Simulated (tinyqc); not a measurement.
Millisecond and nanosecond annealing: surface heating, thermal budget and solid-phase regrowth: one step, computed by the program tinyqc.

A square pulse heats the surface of a thick wafer with constant thermal properties; losses by radiation are neglected and silicon melts at 1414 C.

Task: Temperature in depth and time. Absorbed flux q = (1 - R) fluence/t_p; kappa = k/c. With f(z, t) = (2 q/k) sqrt(kappa t) ierfc(z/(2 sqrt(kappa t))), ierfc(x) = exp(-x^2)/sqrt(pi) - x erfc(x): T = T0 + f(z, t) during the pulse and T0 + f(z, t) - f(z, t - t_p) after it.

Inputs (values chosen for the exercise, modelled on hot silicon with boron):
```
quantity,value,unit
incident fluence,5.99,J/cm^2
pulse length t_p,0.0001,s
reflectance R,0.35,-
thermal conductivity k,0.23,W/(cm K)
heat capacity per volume c,2.19,J/(cm^3 K)
preheat temperature T0,500,C
```

Source: scanned laser.

thermal length sqrt(kappa t_p) = 32.40723 um

Give: Temperature (C).

Result:

Temperature (C):
```
t/t_p,surface,z = 0.5 thermal lengths,z = 1,z = 2
0.10,695.8,532.49,502.16,500.00
0.25,809.5,609.52,527.57,500.54
0.50,937.7,717.02,591.41,509.32
0.75,1036.1,805.86,656.89,528.88
1.00,1119.0,883.02,719.05,555.14
1.10,953.5,879.00,740.69,566.79
1.50,820.4,798.20,741.10,607.59
2.00,756.4,745.33,715.00,627.69
4.00,665.9,662.90,654.32,624.31
10.00,600.5,599.79,597.84,590.40
```

One tenth of a pulse length after the end the surface has lost 166 C: cooling starts as sqrt(t - t_p), much faster than heating ends.
